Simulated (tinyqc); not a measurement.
X-ray photoelectron analysis of a thin oxide on a semiconductor: attenuation lengths, thickness, angle series and band offsets. Changing the emission angle from the normal. Computed by tinyqc, a small Python program. Command: `OMP_NUM_THREADS=1 python tinyqc.py 3112091 3112092 out.jsonl xps sweep`. One thread of a shared host (Intel(R) Xeon(R) Processor @ 2.30GHz), about 0.01 s of CPU time with the checks.

The same element is seen in the oxide and in the substrate, at nearly the same kinetic energy; films are flat and uniform, and the work function is ignored.

Inputs (values chosen for the exercise, modelled on SiO2 on silicon):
```
quantity,value,unit
photon energy,1253.6,eV
binding energy of the core level,99.4,eV
oxide density,2.16,g/cm^3
oxide formula mass,60.08,g/mol
valence electrons per oxide formula,16,-
oxide gap,8.77,eV
substrate density,2.33,g/cm^3
substrate formula mass,28.09,g/mol
valence electrons per substrate formula,4,-
substrate gap,1.12,eV
oxide thickness d,0.7,nm
attenuation length over inelastic mean free path,0.91,-
carbon overlayer,0.051,nm
counts in the two peaks together,30000,-
```

Method:
- TPP-2M: lambda = E/(E_p^2 [b ln(c E) - C/E + D/E^2]) in angstrom, E_p = 28.8 sqrt(N_v rho/M), b = -0.10 + 0.944/sqrt(E_p^2 + E_g^2) + 0.069 rho^0.1, c = 0.191/sqrt(rho), U = N_v rho/M, C = 1.97 - 0.91 U, D = 53.4 - 20.8 U, with E = photon energy less binding energy in eV.
- Attenuation length L = factor x lambda.
- R_0 = (rho_o/M_o) L_o/((rho_s/M_s) L_s); peak ratio R = I_ox/I_sub = R_0 [exp(d/(L_o cos theta)) - 1]; hence d = L_o cos theta ln(1 + R/R_0). A carbon layer weakens both peaks alike, by exp(-d_C/(L_o cos theta)) if its L is taken equal to L_o. This R_0 leaves out intrinsic losses from the substrate peak, so calibrated values can be larger.
- With x = d/(L_o cos theta): d ln d/d ln R = (1 - exp(-x))/x = -d ln d/d ln R_0; counting error of R = 1/sqrt(N f (1 - f)), f the oxide share, which times the sensitivity gives that of d; an angle error adds tan(theta) d theta; d is proportional to L_o at fixed R_0. Assumed errors: 5 % in R_0, 1 degree, 5 % in L_o.

One run for each value:
```
emission angle from the normal (degrees),ratio R,depth 3 L_o cos theta (nm),angle (%),attenuation by carbon
0,0.14031,9.1623,0.0000,0.98344
9,0.14227,9.0495,0.2764,0.98324
18,0.14844,8.7139,0.5671,0.98260
27,0.15979,8.1637,0.8893,0.98143
36,0.17840,7.4125,1.2681,0.97957
45,0.20854,6.4787,1.7453,0.97666
54,0.25977,5.3855,2.4022,0.97199
63,0.35774,4.1596,3.4254,0.96389
72,0.59892,2.8313,5.3716,0.94740
```

What does the table show?

Over the rows, ratio R rises from 0.140 to 0.599; depth 3 L_o cos theta (nm) falls from 9.16 to 2.83; angle (%) rises from 0 to 5.37.

Caution (rows 63.0, 72.0): beyond about 60 degrees elastic scattering and roughness make a single attenuation length unreliable.

Extremes, crossings and ranges named in words are read from the listed rows.
